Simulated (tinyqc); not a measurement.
Inside a calculation. Method: LDA (PW92) atom on a uniform radial grid, spin-unpolarised, for B+. Computed by tinyqc, a small Python program that keeps every step. Settings: Z = 5, points = 64, R = 8.9, functional = lda,pw, mixing = 0.6, iteration cap = 82. Command: `OMP_NUM_THREADS=1 python tinyqc.py 30823 30824 out.jsonl` (the two numbers bound the seeds that draw the settings). One thread of a shared host (Intel(R) Xeon(R) Processor @ 2.60GHz), about 0.03 s of CPU time with the checks. Later iterations appear only in the table of the cycle.

## Iteration 1

Spherical atom on a uniform radial grid r_j = j h with h = R/(N + 1), h sum u^2 = 1 and integrals as h times sums, u(0) = u(R) = 0 (atomic units):
```
parameter,value
Z,5
points N,64
R,8.900000
h,0.136923
mixing,0.600000
electrons in 1s,2
electrons in 2s,2
```

Three-point differences turn -u''/2 + [l(l+1)/2r^2 - Z/r + V] u = e u into a tridiagonal matrix (diagonal 1/h^2 + potential, off-diagonal -1/2h^2). D = sum f u^2; the Hartree potential y/r solves y'' = -D/r with y(0) = 0, y(R) = N_e; v_xc comes from rho = D/(4 pi r^2); E = sum f e - int D V + int D (V_H/2 + eps_xc); V(new) = V + mixing (V_H + v_xc - V).

eigenvalues (hartree): 1s -11.302507, 2s -3.038457

Every 4th grid point:
```
r,V in,u(1s),u(2s),D,V_H,v_xc
0.547692,0.000000,0.859932,-0.343054,1.714339,5.431674,-0.830054
1.095385,0.000000,0.132944,-0.963727,1.892888,3.382385,-0.555409
1.643077,0.000000,0.015415,-0.684138,0.936564,2.400221,-0.348551
2.190769,0.000000,0.001589,-0.344737,0.237692,1.822042,-0.193398
2.738462,0.000000,0.000154,-0.147227,0.043352,1.460289,-0.101756
3.286154,0.000000,0.000014,-0.056985,0.006495,1.217192,-0.051716
3.833846,0.000000,1.28e-06,-0.020659,0.000854,1.043335,-0.025490
4.381538,0.000000,1.13e-07,-0.007148,0.000102,0.912921,-0.012210
4.929231,0.000000,9.87e-09,-0.002388,0.000011,0.811486,-0.005700
5.476923,0.000000,8.47e-10,-0.000776,1.20e-06,0.730337,-0.002604
6.024615,0.000000,7.20e-11,-0.000247,1.22e-07,0.663943,-0.001168
6.572308,0.000000,0,-0.000077,1.19e-08,0.608614,-0.000517
7.120000,0.000000,0,-0.000024,1.13e-09,0.561798,-0.000226
7.667692,0.000000,0,-0.000007,1.03e-10,0.521669,-0.000098
8.215385,0.000000,0,-2.06e-06,0,0.486891,-0.000041
8.763077,0.000000,0,-2.94e-07,0,0.456461,0.000000
```

total energy = -20.76648373 hartree

## Iteration 2

As before.

eigenvalues (hartree): 1s -7.630315, 2s -1.398596

Every 4th grid point:
```
r,V in,u(1s),u(2s),D,V_H,v_xc
0.547692,2.760972,0.924833,-0.145611,1.753037,5.048328,-0.835896
1.095385,1.696185,0.189882,-0.799816,1.351522,3.176370,-0.500416
1.643077,1.231002,0.030763,-0.782530,1.226600,2.330591,-0.378512
2.190769,0.977187,0.004539,-0.546252,0.596824,1.804505,-0.255222
2.738462,0.815120,0.000637,-0.326835,0.213643,1.456497,-0.163850
3.286154,0.699285,0.000087,-0.179130,0.064175,1.216438,-0.102598
3.833846,0.610707,0.000012,-0.092838,0.017238,1.043193,-0.063184
4.381538,0.540427,1.52e-06,-0.046300,0.004287,0.912895,-0.038371
4.929231,0.483471,1.98e-07,-0.022452,0.001008,0.811481,-0.023002
5.476923,0.436640,2.55e-08,-0.010657,0.000227,0.730336,-0.013622
6.024615,0.397665,3.28e-09,-0.004973,0.000049,0.663943,-0.007977
6.572308,0.364859,4.18e-10,-0.002287,0.000010,0.608614,-0.004622
7.120000,0.336943,5.31e-11,-0.001036,2.15e-06,0.561798,-0.002649
7.667692,0.312943,0,-0.000457,4.18e-07,0.521669,-0.001490
8.215385,0.292110,0,-0.000182,6.64e-08,0.486891,-0.000783
8.763077,0.273876,0,-0.000031,1.94e-09,0.456461,-0.000236
```

total energy = -21.59427800 hartree

## Convergence

Stop when input and output potentials agree to 1e-7.

Course of the cycle (hartree):
```
iteration,E,e(1s),e(2s),largest |V(out) - V(in)|
1,-20.76648373,-11.302507,-3.038457,7.81e+00
2,-21.59427800,-7.630315,-1.398596,2.25e+00
3,-21.69333395,-6.539651,-0.909500,5.93e-01
4,-21.70281993,-6.234678,-0.758063,1.49e-01
5,-21.70363559,-6.152998,-0.710009,3.99e-02
6,-21.70370556,-6.131672,-0.694386,1.18e-02
7,-21.70371197,-6.126213,-0.689176,3.95e-03
8,-21.70371261,-6.124852,-0.687397,1.35e-03
9,-21.70371268,-6.124527,-0.686776,4.69e-04
10,-21.70371269,-6.124457,-0.686556,1.67e-04
11,-21.70371269,-6.124445,-0.686476,6.01e-05
12,-21.70371269,-6.124445,-0.686448,2.18e-05
13,-21.70371269,-6.124446,-0.686437,7.94e-06
14,-21.70371269,-6.124447,-0.686433,2.96e-06
15,-21.70371269,-6.124448,-0.686432,1.16e-06
16,-21.70371269,-6.124448,-0.686431,4.62e-07
17,-21.70371269,-6.124448,-0.686431,1.85e-07
18,-21.70371269,-6.124448,-0.686431,7.39e-08
```

Converged in 18 iterations. A uniform grid resolves the cusp poorly: for a bare nucleus this grid gives 1s at -11.30251 against -Z^2/2 = -12.5 hartree. Before convergence this energy mixes input and output and is not variational, so it may rise towards its limit.
